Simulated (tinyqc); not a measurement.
Worked calculation: shallow acceptor in the spherical four-band model. Values are carried at full precision from step to step, so a last printed digit may differ when a step is redone from the rounded ones.

Units Ry* = Ry/(g1 eps^2) and a* = a0 eps g1; mu = (6 g3 + 4 g2)/(5 g1) is the spherical heavy-light coupling and delta = (g3 - g2)/g1 the cubic term, which is left out.

Constants: Ry = 13.60569312 eV; a0 (Bohr radius) = 0.5291772105 angstrom.

Values chosen for the exercise (near those of a shallow acceptor in InP; the results hold for these values, not for the real material):
- g1 = 5.07 (Luttinger gamma1)
- g2 = 1.58 (gamma2)
- g3 = 2.1 (gamma3)
- eps = 11.9 (dielectric constant)
- al = (0.968, 5.81) 1/a*^2 (exponents a_i, the same for f and g)
- Dso = 0.111 eV (spin-orbit splitting)

## Units and couplings

Give Ry*, a*, mu, delta and the spherical masses 1/(g1 (1 -/+ mu)).

Ry* = 18.950 meV
a* = 31.93 angstrom
mu = 0.74635
delta = 0.1026

heavy and light mass (m0): 0.7776  0.1129

A hydrogen model with the heavy mass would bind by Ry*/(1 - mu) = 74.7 meV and with the light mass by 10.9 meV. delta/mu = 0.14: the cubic term is a modest correction.

## Matrices in a small basis

The ground state 1S3/2 has an L = 0 part f(r) and an L = 2 part g(r). In units of Ry* and a*, with Gaussians f_i = exp(-a_i r^2), g_i = r^2 exp(-a_i r^2), A = a_i + a_j and I(n) = Gamma((n + 1)/2)/(2 A^((n + 1)/2)): S_ff = I(2), S_gg = I(6), H_ff = (6 a_i a_j/A) I(2) - 2 I(1), H_gg = (14 a_i a_j/A) I(6) - 2 I(5), H_fg = -mu [15 I(2) - 20 a_j I(4) + 4 a_j^2 I(6)]; each function is then normalised. The split-off band is left out.

Form S and H.

S, lower triangle:
```
        f1      f2      g1      g2
f1  1.0000
f2  0.5854  1.0000
g1       0       0  1.0000
g2       0       0  0.2866  1.0000
```

H (Ry*), lower triangle:
```
         f1        f2      g1       g2
f1  -0.2361
f2  -0.5250    9.7371
g1  -2.7981   -4.8140  5.1013
g2  -0.8021  -16.7944  2.4316  36.5671
```

## Ground state in the small basis

Solve H u = E S u for the lowest level of the acceptor; the first half of the basis is L = 0 and the second L = 2. Give E, E without the f-g block, and the L = 2 weight u_g S_gg u_g with u S u = 1.

E = -1.910 Ry*
E without coupling = -0.250 Ry*
L = 2 weight = 0.225

Without the coupling the exact value is -1, which this basis, tuned to the compact coupled state, misses by 0.750. The coupling to L = 2 takes the level to 1.91 times that exact value.

## Converged result

Converged values use 22 exponents 2.2^i, i = -7 to 14, for f and for g.
Ground and next level of the same symmetry, L = 2 weight and mean radius.

1S3/2 and 2S3/2 (Ry*): -2.120  -0.627

binding energies (meV): 40.2  11.9

L = 2 weight = 0.256
<r> = 24.7 angstrom

The small basis reaches 90 % of the binding. The ratio 1S/2S is 3.38 (4 for hydrogen). The binding is 0.36 of Dso, so the split-off band, left out here, would deepen it noticeably.

## Checks

- Level at mu = 0 against -1 Ry*: both -1.0000.
- Ground level from a second, denser basis, Ry*: both -2.120.

Program tinyqc; command `OMP_NUM_THREADS=1 python tinyqc.py 1251067 1251068 out.jsonl`; about 0.03 s on one thread of a shared Intel(R) Xeon(R) Processor @ 2.30GHz.
